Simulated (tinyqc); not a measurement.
Ways to converge the cycle: SCF convergence aids in the sto-3g basis, for H4, spin multiplicity 3. Computed by the program tinyqc with PySCF. UHF with one setting changed at a time; a run stops when the energy changes by less than 1e-09 hartree and the error matrix is below 1e-5. The start is random orbitals. Damping d keeps d of the old density; a shift (hartree) raises the virtual levels; DIIS n extrapolates F over n matrices.

Geometry (angstrom):

| atom | x | y | z |
|---|---|---|---|
| H | 0.0000 | 0.0000 | 0.0000 |
| H | 0.0000 | 0.0000 | 0.9550 |
| H | 0.0000 | 1.3680 | 0.0000 |
| H | 0.0000 | 1.3680 | 0.9550 |

lowest solution found by these runs and by PySCF with stability checks = -1.832370 hartree

Largest element of the error matrix X^T (FDS - SDF) X:

| iteration | plain | damping 0.3 | damping 0.6 | shift 0.4 | DIIS 3 | DIIS 8 |
|---|---|---|---|---|---|---|
| 1 | 1.0e-01 | 1.0e-01 | 1.0e-01 | 1.0e-01 | 1.0e-01 | 1.0e-01 |
| 2 | 1.1e-01 | 7.3e-02 | 8.5e-02 | 2.0e-01 | 1.1e-01 | 1.1e-01 |
| 3 | 1.8e-02 | 4.5e-02 | 6.0e-02 | 1.2e-01 | 4.4e-02 | 4.4e-02 |
| 4 | 7.1e-03 | 2.3e-02 | 4.4e-02 | 9.8e-02 | 7.1e-03 | 7.1e-03 |
| 5 | 3.0e-03 | 1.2e-02 | 3.3e-02 | 7.4e-02 | 1.3e-03 | 1.7e-03 |
| 6 | 1.4e-03 | 6.1e-03 | 2.5e-02 | 5.1e-02 | 4.4e-04 | 3.9e-04 |
| 8 | 3.4e-04 | 2.1e-03 | 1.4e-02 | 2.4e-02 | 2.2e-04 | 2.0e-04 |
| 10 | 9.6e-05 | 8.2e-04 | 7.4e-03 | 1.3e-02 | 2.1e-04 | 1.2e-04 |
| 14 | 2.5e-05 | 2.0e-04 | 2.2e-03 | 6.1e-03 | 2.7e-05 | 1.9e-08 |
| 20 | 1.7e-05 | 1.3e-04 | 5.9e-04 | 3.1e-03 | - | - |
| 30 | 1.9e-05 | 1.3e-04 | 2.5e-04 | 1.5e-03 | - | - |
| 45 | 2.4e-05 | 1.5e-04 | 2.3e-04 | 6.9e-04 | - | - |
| 60 | 3.0e-05 | 1.7e-04 | 2.3e-04 | 4.0e-04 | - | - |

How each run ends:

| run | iterations | E (hartree) | state |
|---|---|---|---|
| plain | >60 | -1.832224 | wanders without falling |
| damping 0.3 | >60 | -1.832251 | wanders without falling |
| damping 0.6 | >60 | -1.832294 | has stopped falling |
| shift 0.4 | >60 | -1.832329 | falls steadily but slowly, by a factor of about 0.96 a step |
| DIIS 3 | 17 | -1.832223 | higher |
| DIIS 8 | 14 | -1.832223 | higher |

What does the comparison show, and why?

No run reaches the lowest solution found. Ending on a higher stationary point: DIIS 3, DIIS 8; a small error matrix cannot reveal that, and an occupation fixed by the start is kept by symmetry or by the shape of the basin. Not converged: plain, damping 0.3, damping 0.6, shift 0.4. DIIS 3 and DIIS 8 gain by cancelling the error over several earlier matrices, much as a quasi-Newton step does.
